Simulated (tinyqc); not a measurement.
Abrupt p-n junction, non-linear Poisson equation by Newton steps: one step of the calculation.

One dimension, p side on the left, n side on the right; net doping C = -Na for x < 0 and +Nd for x > 0. The potential psi is counted from the intrinsic level, and the quasi-Fermi potentials are flat: 0 for holes and -V for electrons, so n = ni exp((psi + V)/Vt) and p = ni exp(-psi/Vt) (Boltzmann statistics, full ionisation, no current).

Task. Newton step. Solve the tridiagonal system a_(i-1) d_(i-1) + b_i d_i + a_i d_(i+1) = -F_i for nodes 1 to 10, with d = 0 on fixed nodes. The full step is added.

Values chosen for this exercise: temperature T = 300 K.

Constants: q = 1.602176634e-19 C, kB = 1.380649e-23 J/K, Vt = kB T/q. Results are converted to the units shown.

coupling a_i, interval 0 to 10 (F/cm^2): 1.0156274e-6  1.2332619e-6  1.4927089e-6  1.8142556e-6  2.2041276e-6  1.3559424e-6  8.3476227e-7  5.1284157e-7  3.1680122e-7  1.9291247e-7  1.2045814e-7

```
node  diagonal b (F/cm^2)  residual F (C/cm^2)
1           -1.1420415e-5        3.5660698e-12
2           -9.9539588e-6        2.5062723e-10
3           -7.7359221e-6         8.7673025e-9
4           -4.8758266e-6         6.0417844e-9
5           -3.5994898e-6        6.2728326e-10
6           -2.1911793e-6        5.4608988e-12
7           -1.3476046e-6        4.2920074e-15
8           -8.3004613e-7       -4.0532452e-13
9           -1.7880829e-6       -2.4112243e-10
10          -5.7609228e-6       -7.6116573e-11
```

psi after iteration 1, node 0 to 11 (V): -0.47648605  -0.47634452  -0.47516967  -0.46749189  -0.43008213  -0.34606917  -0.21926995  -0.03832590  0.18997991  0.38569850  0.41075094  0.41159173

Wanted: Newton step d; psi after iteration 2.

Result.

Newton step d, node 1 to 10 (in units of 1e-3 V): 0.0368  0.3380  2.0556  3.6543  3.6508  3.2886  2.6955  1.7301  0.1709  -0.0075
psi after iteration 2, node 0 to 11 (V): -0.47649  -0.47631  -0.47483  -0.46544  -0.42643  -0.34242  -0.21598  -0.03563  0.19171  0.38587  0.41074  0.41159

Computed by the program tinyqc: `OMP_NUM_THREADS=1 python tinyqc.py 2000074 2000075 out.jsonl`, one thread of a shared Intel Xeon 2.30GHz, about 0.01 s for the whole run.
